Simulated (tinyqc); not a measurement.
Beam energy: resolution against speed: sputter depth profiling of a dopant layer: erosion rate, quantification and the mixing-roughness response. Computed by tinyqc, a small Python program. Command: `OMP_NUM_THREADS=1 python tinyqc.py 3031209 3031210 out.jsonl sims walk`. One thread of a shared host (Intel(R) Xeon(R) Processor @ 2.30GHz), about 0.03 s of CPU time with the checks.

A rastered ion beam erodes silicon (49.94 atoms per nm^3). The measured profile is the true one convolved with a depth response.

Inputs (values chosen for the exercise, modelled on a dopant in silicon under an oxygen or caesium beam):
```
quantity                               value    unit
beam energy E                            2.6     keV
beam current                             260      nA
raster side                              400      um
sputter yield at 1 keV                  0.83       -
mixing length at 1 keV                     2      nm
roughness sigma                          1.3      nm
depth of the top edge z0                  18      nm
box width b                              8.4      nm
box concentration C                  3.9e+20  1/cm^3
relative sensitivity factor RSF        4e+21  1/cm^3
matrix count rate                     920000     1/s
background count rate                   0.54     1/s
counting time per point                    2       s
level that defines the junction C_B    3e+17  1/cm^3
```

True profile: box.

Constants: e = 1.602176634e-19 C.

Method:
- Scaling chosen for the exercise: yield Y = Y1 E^0.5, mixing length w = w1 E^0.5 (E in keV).
- Erosion rate = Y I/(e x raster^2 x density); depth step = rate x counting time; concentration = RSF x counts/matrix counts; detection limit = RSF x 3 sqrt(background x time)/(matrix rate x time).
- Mixing alone turns a layer at z0 into (1/w) exp(-(z - z0 + w)/w) for z > z0 - w; roughness adds a Gaussian of width sigma. With x = z - z0 + w: g(x) = (1/(2w)) exp(sigma^2/(2 w^2) - x/w) erfc((sigma/w - x/sigma)/sqrt2), and its integral G(x) = (1/2) erfc(-x/(sigma sqrt2)) - w g(x). Measured: C [G(x) - G(x - b)].
- Width = full width at half maximum; the apparent junction is the deep point where the profile falls to C_B; time to profile to twice z0 = 2 z0/erosion rate, at fixed current.

erosion rate = 0.271806 nm/s

Measured values:
```
E (keV)  w (nm)  peak (1/cm^3)  width (nm)  apparent junction (nm)  time (min)
0.15     0.7746     3.8710e+20       8.427                  32.270      9.1904
0.25     1.0000     3.8470e+20       8.452                  33.415      7.1188
0.50     1.4142     3.7804e+20       8.526                  35.720      5.0338
1.00     2.0000     3.6495e+20       8.685                  39.133      3.5594
2.00     2.8284     3.4302e+20       8.993                  44.002      2.5169
4.00     4.0000     3.1158e+20       9.548                  50.769      1.7797
8.00     5.6569     2.7248e+20      10.485                  60.000      1.2584
```

What follows from these numbers?

From the highest to the lowest energy the width goes from 10.5 to 8.43 nm, towards the floor set by roughness and the box width 8.4 nm, and the junction error from 33.6 to 5.87 nm, at 7.3 times the time. Extrapolating the tail slope to zero energy separates mixing from real diffusion. Caution: the surface transient, segregation under the beam and the growth of roughness with depth are left out, and real yields fall faster near the sputter threshold.

Extremes, crossings and ranges named in words are read from the listed rows.
